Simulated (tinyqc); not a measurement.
Inside a calculation. Method: plane-wave Kohn-Sham cycle with exchange-only LDA in a layered model solid. One step of it, computed by the program tinyqc.

Question. Iteration 2: levels at that k. Diagonalise the Hermitian matrix.

H (hartree), order -3, -2, -1, +0, +1, +2, +3:
$$\begin{pmatrix}
0.486471 & -0.149858 & 0.015455 & 0.002442 & -0.000197 & 0.000427 & 0.000468 \\
-0.149858 & 0.100940 & -0.149858 & 0.015455 & 0.002442 & -0.000197 & 0.000427 \\
0.015455 & -0.149858 & -0.130379 & -0.149858 & 0.015455 & 0.002442 & -0.000197 \\
0.002442 & 0.015455 & -0.149858 & -0.207485 & -0.149858 & 0.015455 & 0.002442 \\
-0.000197 & 0.002442 & 0.015455 & -0.149858 & -0.130379 & -0.149858 & 0.015455 \\
0.000427 & -0.000197 & 0.002442 & 0.015455 & -0.149858 & 0.100940 & -0.149858 \\
0.000468 & 0.000427 & -0.000197 & 0.002442 & 0.015455 & -0.149858 & 0.486471
\end{pmatrix}$$

Give: eigenvalues.

Answer.

eigenvalues (hartree): [-0.3908, -0.2223, -0.0603, 0.1195, 0.1713, 0.5441, 0.5452]
